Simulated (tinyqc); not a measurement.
Inside a calculation. Model: CMOS latch-up, two-transistor model.

Computed by the program tinyqc: `OMP_NUM_THREADS=1 python tinyqc.py 2670120 2670121 out.jsonl`, one thread of a shared Intel Xeon 2.30GHz, about 0.08 s for the whole run. Printed values are rounded.

A parasitic pnp (emitter at Vdd, base shunted by Rw) and npn (emitter at ground, base shunted by Rs) feed each other: the npn collector current flows out of the pnp base node, the pnp collector current into the npn base node. Forward-active transistors with constant gains: Icn = Isn exp(Vn/Vt), Icp = Isp (exp(Vp/Vt) - 1). A current Ii is injected into the npn base node.

Parameters, values chosen for the exercise; values close to those of bulk CMOS:
```
symbol    value  unit                                            meaning
T           250     K                                        temperature
bn         23.8                                  current gain of the npn
bp          3.1                                  current gain of the pnp
Isn     4.4e-19     A                 saturation current of the npn at T
Isp     5.5e-20     A                 saturation current of the pnp at T
Rs         1200   ohm              substrate resistance shunting the npn
Rw          620   ohm                   well resistance shunting the pnp
R2          450   ohm  resistance from the pnp collector to the npn base
Von        0.82     V               base-emitter voltage in the on state
Vsat       0.08     V                                 saturation voltage
Vdd         1.8     V                                     supply voltage
Ii        0.597    mA                current injected into the substrate
```

Constants: q = 1.602176634e-19 C, kB = 1.380649e-23 J/K, Vt = kB T/q. Results are converted to the units shown.

## Holding current and voltage

On state with both base-emitter voltages at Von: npn base current Ib = (Von/Rs + bp Von/Rw)/(bn bp - 1), holding current Ih = (bn + 1) Ib + Von/Rs, holding voltage Vh = Vsat + Von + R2 (Ib + Von/Rs).

bn bp = 73.78
Ib = 0.0657232 mA
Ih = 2.31327 mA
Vh = 1.23708 V

Vh is below Vdd = 1.8 V, so the supply can sustain a latched state.

## The off branch

Vn, point 0 to 7 (V): 0.564  0.644  0.694  0.724  0.744  0.764  0.779  0.794

Node equations: Vp/Rw + Icp/bp = Icn and Vn/Rs + Icn/bn = Icp + Ii. Loop gain G = gn gp/[(1/Rw + gp/bp)(1/Rs + gn/bn)], gn = Icn/Vt, gp = (Icp + Isp)/Vt; the off state ends where G = 1, and Ii there is the trigger current. For each Vn: Icn, then Vp from the first equation, then Ii from the second.

```
point   Icn (mA)     Vp (V)    Icp (mA)  Ii (mA)           G
0      1.0308e-4  6.3912e-5  1.6341e-19  0.47000  9.1135e-18
1      0.0042259  0.0026201  7.1128e-18  0.53684  4.1665e-16
2       0.043040   0.026685  1.3481e-16  0.58014  1.1897e-14
3        0.17324    0.10741  7.9921e-15  0.61061  1.5901e-12
4        0.43836    0.27178  1.6569e-11  0.63842   5.7470e-9
5         1.1092    0.68694   0.0038761  0.67940      1.8500
6         2.2254    0.82841      2.7566  -2.0139      59.568
7         4.4647    0.85521      9.5644  -8.7151      66.586
```

Ii peaks at 0.6799 mA, at Vn = 0.7636 V where G = 1; beyond it the loop feeds itself.

## Iteration 1: response to the injected current, once round the loop per iteration

Vn at the start = 0.61 V

Icn = Isn exp(Vn/Vt); Vp solves Vp/Rw + Icp/bp = Icn; Vn(new) solves Vn/Rs + (Isn/bn) exp(Vn/Vt) = Icp + Ii.

Icn = 8.71990e-4 mA
Vp = 5.40634e-4 V
Icp = 1.39770e-18 mA
Vn after iteration 1 = 0.711509 V

## Course of the iteration: response to the injected current, once round the loop per iteration

Stop when Vn changes by less than 1e-9 V, or after 150 iterations. Vn must stay below 1.1 V.

Course of the iteration:
```
iteration    Vn (V)  |change| (V)
1          0.711509         0.102
2          0.711509       < 1e-13
```

Converged in 2 iterations. An off state exists, since Ii is below the trigger current, the largest Ii that the node equations allow, 0.6799 mA.
